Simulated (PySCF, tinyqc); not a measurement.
Inside a calculation. Method: CIS on RHF in the 3-21g basis, for H3-, spin multiplicity 1. The basis has no diffuse functions, so it cannot describe the extra electron: this is an exercise in the method, not the real anion. The lowest restricted solution is unstable here: a spin-polarised one lies 0.0721 hartree lower (PySCF). One step of it, computed by the program tinyqc.

Problem. CIS matrix, triplets. A(ia,jb) = (e_a - e_i) d_ij d_ab - (ij|ab).

orbital energies (hartree): MO1 -0.319987, MO2 0.190726, MO3 0.454001, MO4 1.327407, MO5 1.581160, MO6 1.631338

Two-electron integrals over orbitals (pq|rs), unique and non-zero (hartree):
```
(11|11) 0.556269    (21|21) 0.087848    (22|11) 0.434008    (22|22) 0.428375
(31|11) 0.009332    (31|22) -0.047354   (31|31) 0.096398    (32|21) -0.046351
(32|32) 0.041498    (33|11) 0.439182    (33|22) 0.359028    (33|31) 0.028235
(33|33) 0.409805    (41|11) 0.116425    (41|22) 0.051174    (41|31) 0.012944
(41|33) 0.060770    (41|41) 0.077403    (42|21) -0.005400   (42|32) 0.002572
(42|42) 0.024077    (43|11) 0.020250    (43|22) 0.009470    (43|31) 0.003216
(43|33) 0.010394    (43|41) 0.020339    (43|43) 0.036521    (44|11) 0.489042
(44|22) 0.376808    (44|31) 0.041225    (44|33) 0.408562    (44|41) 0.100349
(44|43) 0.025046    (44|44) 0.468244    (51|11) 0.006715    (51|22) 0.040931
(51|31) -0.063792   (51|33) -0.013142   (51|41) -0.010502   (51|43) -0.036919
(51|44) -0.027286   (51|51) 0.083942    (52|21) 0.032190    (52|32) -0.014438
(52|42) 0.016253    (52|52) 0.032540    (53|11) -0.119352   (53|22) -0.057358
(53|31) -0.021680   (53|33) -0.066544   (53|41) -0.066913   (53|43) -0.017228
(53|44) -0.104639   (53|51) 0.013484    (53|53) 0.070689    (54|11) -0.027726
(54|22) 0.043412    (54|31) -0.102161   (54|33) -0.040950   (54|41) -0.032324
(54|43) -0.026263   (54|44) -0.070392   (54|51) 0.093527    (54|53) 0.038047
(54|54) 0.141524    (55|11) 0.541780    (55|22) 0.416258    (55|31) 0.021110
(55|33) 0.440607    (55|41) 0.137050    (55|43) 0.034862    (55|44) 0.503063
(55|51) -0.013545   (55|53) -0.133179   (55|54) -0.055024   (55|55) 0.573820
(61|21) -0.054035   (61|32) 0.031537    (61|42) -0.024561   (61|52) -0.043445
(61|61) 0.069848    (62|11) -0.114249   (62|22) -0.079311   (62|31) 0.033128
(62|33) -0.058225   (62|41) -0.053130   (62|43) 0.009020    (62|44) -0.074808
(62|51) -0.048547   (62|53) 0.047228    (62|54) -0.038243   (62|55) -0.115935
(62|62) 0.087146    (63|21) 0.031294    (63|32) -0.013444   (63|42) 0.012264
(63|52) 0.027075    (63|61) -0.037513   (63|63) 0.025933    (64|21) -0.074601
(64|32) 0.040316    (64|42) -0.003857   (64|52) -0.036947   (64|61) 0.060157
(64|63) -0.034444   (64|64) 0.078214    (65|21) -0.088633   (65|32) 0.055354
(65|42) -0.017041   (65|52) -0.052071   (65|61) 0.086724    (65|63) -0.046576
(65|64) 0.095848    (65|65) 0.128993    (66|11) 0.520015    (66|22) 0.472067
(66|31) -0.076445   (66|33) 0.395394    (66|41) 0.105721    (66|43) -0.006709
(66|44) 0.436473    (66|51) 0.095088    (66|53) -0.100947   (66|54) 0.089000
(66|55) 0.517596    (66|62) -0.162262   (66|66) 0.628033
```

Give: CIS matrix A, triplet.

Solution.

CIS matrix A, triplet (hartree), lower triangle:
```
        1>3    1>4    1>5     1>6     2>3     2>4    2>5    2>6
1>3   0.335
1>4  -0.020  1.158
1>5   0.119  0.028  1.359
1>6   0.000  0.000  0.000   1.431
2>3   0.000  0.000  0.000  -0.031  -0.096
2>4   0.000  0.000  0.000   0.075  -0.009   0.760
2>5   0.000  0.000  0.000   0.089   0.057  -0.043  0.974
2>6  -0.031  0.075  0.089   0.000   0.000   0.000  0.000  0.969
```
